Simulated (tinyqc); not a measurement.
Inside a calculation. Model: read current of a NAND string, cells in series solved by shooting.

tinyqc, about 0.5 s, one thread, Intel Xeon 2.30GHz (shared host): `OMP_NUM_THREADS=1 python tinyqc.py 2142148 2142149 out.jsonl` Printed values are rounded.

Cells in series, numbered from 0 at the source line (0 V) to the bit line, each followed by a gap resistance Rg. A cell with gate Vg, threshold VT, source Vs and drain Vd passes I = 2 nf K Vt^2 [F(Vs) - F(Vd)]/(1 + th max(Vg - VT, 0)), F(V) = ln^2(1 + exp((Vg - VT - nf V)/(2 nf Vt))). The selected cell has Vg = Vr, the others Vg = Vp.

Parameters, values chosen for the exercise; values of the order met in vertical NAND strings: temperature T = 300 K; gain factor of a cell K = 6.5 uA/V^2; slope factor nf = 1.8; mobility reduction factor th = 0.1 1/V; resistance of the gap between cells Rg = 7.4 kohm; bit-line voltage Vbl = 0.7 V; pass voltage Vp = 7.4 V; read voltage on the selected word line Vr = 2.11 V.

Constants: q = 1.602176634e-19 C, kB = 1.380649e-23 J/K, Vt = kB T/q. Results are converted to the units shown.

## Step 1: node voltages for a trial current

first trial current = 0.99 uA
thresholds from the source end, cell 0 to 5 (V): -2  1.1  3.7  -2  -2  -2

For a trial current I start at 0 V and, cell by cell (the selected one is cell 1), solve for the drain: sqrt(F(Vd)) = sqrt(F(Vs) - I/k), k = 2 nf K Vt^2/(1 + th max(Vg - VT, 0)), Vd = [Vg - VT - 2 nf Vt ln(exp(sqrt F) - 1)]/nf, then add I Rg.

node voltage after each cell and gap, trial 1, cell 0 to 5 (V): 0.0388549  0.274622  0.348274  0.389397  0.430810  0.472519

## Step 2: node voltages for a trial current

second trial current = 1.1 uA

As before.

node voltage after each cell and gap, trial 2, cell 0 to 5 (V): 0.0431839  0.322247  0.406363  0.452526  0.499061  0.545977

## Course of the secant iteration

Secant steps on the end voltage less Vbl, from the two trials; a trial above the saturation current of a cell has no solution and is moved halfway to the previous trial. Stop below 1e-9 V.

Course of the iteration:
```
iteration   I (uA)  end voltage - Vbl (V)  halvings
1          1.33064                 0.0764         0
2          1.25419                -0.0247         0
3          1.27286               -4.55e-3         0
4          1.27707                2.58e-4         0
5          1.27685               -2.75e-6         0
6          1.27685               -1.66e-9         0
7          1.27685               1.01e-14         0
```

Converged in 7 iterations to I = 1.2769 uA. The selected cell takes 52.9 % of the bit-line voltage and the gaps together 8.10 %.
